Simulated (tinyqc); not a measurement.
Inside a calculation. Model: thermal stress, cracking, delamination and buckling of a thin film; Griffith cracks and misfitting inclusions. Computed by tinyqc, a small Python program that keeps every step. Command: `OMP_NUM_THREADS=1 python tinyqc.py 3019560 3019561 out.jsonl filmcrack walk`. One thread of a shared host (Intel(R) Xeon(R) Processor @ 2.30GHz), about 0.01 s of CPU time with the checks. Intermediate numbers are printed to about 7 digits and carried at full precision; extremes and crossings named in words are read from the listed rows.

Isotropic linear elasticity; the substrate is much thicker than the film; stress is positive in tension.

Inputs (values chosen for the exercise, for a model film): film Young's modulus E = 258 GPa; film Poisson ratio nu = 0.25; film expansion alpha_f = 3.69 1e-6/K; substrate expansion alpha_s = 3.1 1e-6/K; deposition temperature T_d = 700 K; final temperature T = 300 K; intrinsic stress = 720 MPa; film thickness h = 0.071 micrometre; film toughness Gamma_f = 23.4 J/m^2; interface toughness Gamma_i = 12 J/m^2; substrate Young's modulus E_s = 139 GPa; substrate Poisson ratio nu_s = 0.23; flaw half length a = 0.13 micrometre; substrate surface energy gamma_s = 1.6 J/m^2; inclusion radius R = 0.18 micrometre.

Inclusion: long cylinder (a filled via).

## Stress in the film

Thermal strain = (alpha_f - alpha_s)(T_d - T); stress = E/(1 - nu) x strain + intrinsic stress; plane-strain modulus Ebar = E/(1 - nu^2); G0 = stress^2 h/(2 Ebar) is the energy freed per area when a long strip loses its stress across its width.

thermal strain = 2.36e-04

film stress = 801.184 MPa

Ebar = 275.2 GPa

G0 = 0.08280269 J/m^2

The film ends in tension; the thermal part is 81.2 MPa.

## Elastic mismatch

Dundurs alpha = (Ebar - Ebar_s)/(Ebar + Ebar_s), with Ebar_s = E_s/(1 - nu_s^2). The channel-crack factor is taken as g = 1.258 (1 - alpha)^(-0.7), a rough interpolation chosen for the exercise (1.258 is the value for matched materials).

Dundurs alpha = 0.3043773

factor g = 1.621881

A stiff film on a softer substrate opens wider and cracks more easily.

## Channel cracks and edge delamination

Channel crack through the film: G = pi g G0, critical thickness where G = Gamma_f. Steady delamination from an edge: G = G0, critical thickness where G = Gamma_i.

driving force for channelling = 0.4219037 J/m^2

critical thickness for channelling = 3.937865 micrometre

critical thickness for delamination = 10.28952 micrometre

As the film thickens, channel cracking comes first. At h the film is safe against both.

## Griffith crack in the substrate

Through crack of length 2a in plane strain: K_Ic = sqrt(2 gamma_s E_s/(1 - nu_s^2)); fracture stress = K_Ic/sqrt(pi a). An edge crack of depth a has K larger by 1.1215.

toughness K_Ic = 0.6853059 MPa m^0.5

fracture stress, inner crack = 1072.353 MPa

fracture stress, edge crack = 956.1776 MPa

The inner crack lowers the strength to 7.7 % of the ideal E_s/10.

## A misfitting inclusion

Film material fills a long cylinder of radius R in the substrate, with the misfit e = thermal strain (it wants to shrink if e > 0). With the axial strain held by the substrate, s0 = (1 + nu) e/[(1 + nu)(1 - 2 nu)/E + (1 + nu_s)/E_s]; inside s_rr = s_tt = s0 and s_zz = E e + 2 nu s0; outside s_rr = s0 (R/r)^2, s_tt = -s_rr. Keep-out radius: where |s_rr| falls to 10 MPa (R if it is lower at the wall).

radial stress at the wall s0 = 26.17243 MPa

mean stress inside = 42.10636 MPa

keep-out radius = 0.2912021 micrometre

The stress does not depend on R; its reach scales with R.

## Film, cylinder and sphere at the same misfit

Thermal misfit e alone, mean stress = trace/3 and largest difference of principal stresses inside. Film: E e/(1 - nu) in two directions, 0 in the third. Cylinder: s0 = (1 + nu) e/[(1 + nu)(1 - 2 nu)/E + (1 + nu_s)/E_s] twice and s_zz = E e + 2 nu s0. Sphere: e/[(1 - 2 nu)/E + (1 + nu_s)/(2 E_s)] three times.

Stresses inside (MPa):
```
shape           s1        s2        s3      mean  largest difference
film      81.18400  81.18400   0.00000  54.12267            81.18400
cylinder  26.17243  26.17243  73.97422  42.10636            47.80178
sphere    37.09266  37.09266  37.09266  37.09266             0.00000
```

The mean stress in size is 54 MPa in the film, 42 in the cylinder and 37 in the sphere, while the largest difference, twice the largest shear stress, goes from 81 through 48 to 0. In a ductile solid shear can relax by slip and hydrostatic stress cannot.

Checks made by the program: fracture stress against the maximum of 4 a gamma - pi a^2 s^2/Ebar (relative difference 4e-09).
